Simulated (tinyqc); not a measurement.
# Band bending at a free surface with a continuum of surface states, surface photovoltage and Kelvin probe: what changes with what

n-type bulk, xi = Ec - EF = Vt ln(Nc/Nd), p0 = ni^2/Nd, ni = sqrt(Nc Nv) exp(-Eg/(2 Vt)), Eg in volts. b is the upward band bending, u = b/Vt. Space charge per area, in units of q: Qc = sign(b) sqrt((2 eps0 eps_r Vt/q) [(Nd + dn)(exp(-u) - 1) + Nd u + (p0 + dn)(exp(u) - 1)]), with dn the excess density under light (flat quasi-Fermi levels; 0 in the dark). The states hold -Ds (E0 - xi - b): negative while the Fermi level lies above the neutrality level. Neutrality: Qc + Qf + (charge of the states) = 0.

Parameters, values chosen for the exercise; band and dielectric values close to those of gallium nitride:
```
symbol    value         unit                                                    meaning
T           300            K                                                temperature
Eg         3.41           eV                                                   band gap
eps_r      9.41                                                   relative permittivity
Nc      2.34e18        cm^-3                     conduction-band density of states at T
Nv      4.69e19        cm^-3                        valence-band density of states at T
Nd       1.4e16        cm^-3                                              donor density
Qf            0        cm^-2                       fixed positive charge at the surface
Ds       7.3e11  cm^-2 eV^-1                                  density of surface states
E0         1.02           eV  depth of their neutrality level below the conduction edge
```

Constants: q = 1.602176634e-19 C, kB = 1.380649e-23 J/K, Vt = kB T/q, eps0 = 8.8541878128e-14 F/cm where lengths are in cm. Results are converted to the units shown.

Each table varies one quantity; the others keep the values above.

## Photovoltage against injection

Under chopped light the surface charge keeps its dark value, so b falls to bL with Qc(bL, dn) = Qc(b, 0); the photovoltage is b - bL.

Result of one run:
```
dn (cm^-3),bL (V),photovoltage (mV),share of b removed (%)
3.4e10,0.37824,141.92,27.283
```

What becomes of these results when the excess carrier density under light dn is changed from 3.4e10 to 7e14 cm^-3, all else the same?

Result of the changed run:
```
dn (cm^-3),bL (V),photovoltage (mV),share of b removed (%)
7e14,0.14666,373.50,71.805
```

The whole series:
```
dn (cm^-3),bL (V),photovoltage (mV),share of b removed (%)
1.9e7,0.50811,12.050,2.3165
2.3e8,0.47677,43.392,8.3421
2.8e9,0.43082,89.336,17.175
3.4e10,0.37824,141.92,27.283
4.1e11,0.32245,197.71,38.010
4.9e12,0.26492,255.24,49.070
5.9e13,0.20598,314.18,60.401
7e14,0.14666,373.50,71.805
8.5e15,0.087473,432.69,83.183
1e17,0.038001,482.16,92.694
```

The photovoltage rises from 12.0 to 482 mV, towards the full b = 520 mV. Its steepest rise is 55.2 mV a decade (Vt ln 10 = 59.5 mV), and it reaches 92.7 % of b in the last row: even strong light does not flatten the bands fully, so a saturation reading understates b. For dn = 1e17 the injection is high, and a Dember voltage, left out here, adds to the signal.

## Pinning by the surface states

Same model as above.

b solves the neutrality condition in the dark.

Results:
```
Ds (cm^-2 eV^-1),b (V),xi + b (eV),Qc (cm^-2)
2.4e10,0.01359,0.1459,2.098e10
6.7e10,0.04294,0.1753,5.660e10
1.8e11,0.1476,0.2800,1.332e11
5.1e11,0.4187,0.5510,2.392e11
1.4e12,0.6691,0.8014,3.060e11
3.9e12,0.8015,0.9338,3.361e11
2.9e13,0.8755,1.008,3.517e11
8.1e13,0.8833,1.016,3.533e11
```

Estimate the missing row, Ds = 1.1e13 cm^-2 eV^-1.

Computed row:
```
Ds (cm^-2 eV^-1),b (V),xi + b (eV),Qc (cm^-2)
1.1e13,0.8561,0.9884,3.477e11
```

With this row back in the table: b rises from 0.0136 to 0.883 V. The Fermi level moves towards E0 = 1.02 eV and is within 4.36 meV of it in the last row; it is half-way there at the Ds that solves Ds b = Qc(b) + Qf with b = (E0 - xi)/2, 5.56e11 cm^-2 eV^-1.

Computed by the program tinyqc: `OMP_NUM_THREADS=1 python tinyqc.py 2430062 2430063 out.jsonl`, one thread of a shared Intel Xeon 2.30GHz, about 0.01 s for the whole run.
